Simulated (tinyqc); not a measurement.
Fully depleted semiconductor-on-insulator film with two gates, non-linear Poisson equation by Newton steps: one step of the calculation.

One dimension across the film, front interface at x = 0, back interface at x = ts. psi is counted from the intrinsic level, n = ni exp(psi/Vt) (source grounded), holes neglected, acceptors ionised. Gates act through Cox = eps0 eox/tox and Cbox = 3.9 eps0/tb with potentials G1 = Vg - (phiM - chi - Vt ln(Nc/ni)) and G2 = Vb - (phiB - chi - Vt ln(Nc/ni)). Classical Boltzmann densities, no interface charge, no depletion in the back plane.

Question. Newton step. Solve a d_(i-1) + b_i d_i + a d_(i+1) = -F_i for all nodes. If the largest |d| exceeds 4 Vt, the whole step is scaled down so that it equals 4 Vt.

Parameters, values chosen for the exercise: temperature T = 300 K.

Constants: q = 1.602176634e-19 C, kB = 1.380649e-23 J/K, Vt = kB T/q. Results are converted to the units shown.

a = 5.4305685 uF/cm^2

```
node  diagonal b (F/cm^2)  residual F (C/cm^2)  psi after iteration 1 (V)
0           -6.2531586e-6       -4.5119495e-14                 0.29769997
1           -1.0862056e-5       -1.4795119e-15                 0.30028966
2           -1.0862153e-5       -1.5227026e-13                 0.30288926
3           -1.0862261e-5       -5.7102472e-13                 0.30549920
4           -1.0862381e-5       -1.2897025e-12                 0.30811992
5           -1.0862514e-5       -2.3442738e-12                 0.31075185
6           -1.0862662e-5       -3.7752495e-12                 0.31339543
7           -1.0862827e-5       -5.6282840e-12                 0.31605111
8           -5.5034457e-6       -3.9774325e-12                 0.31871934
```

Give: Newton step d, before damping; psi after iteration 2.

Answer.

```
node  Newton step d, before damping (1e-5 V)  psi after iteration 2 (V)
0                                     -1.820                     0.2977
1                                     -2.095                     0.3003
2                                     -2.370                     0.3029
3                                     -2.643                     0.3055
4                                     -2.906                     0.3081
5                                     -3.146                     0.3107
6                                     -3.343                     0.3134
7                                     -3.472                     0.3160
8                                     -3.498                     0.3187
```

Numbers from tinyqc (`OMP_NUM_THREADS=1 python tinyqc.py 2190113 2190114 out.jsonl`; about 0.5 s on one thread of a shared Intel Xeon 2.30GHz).
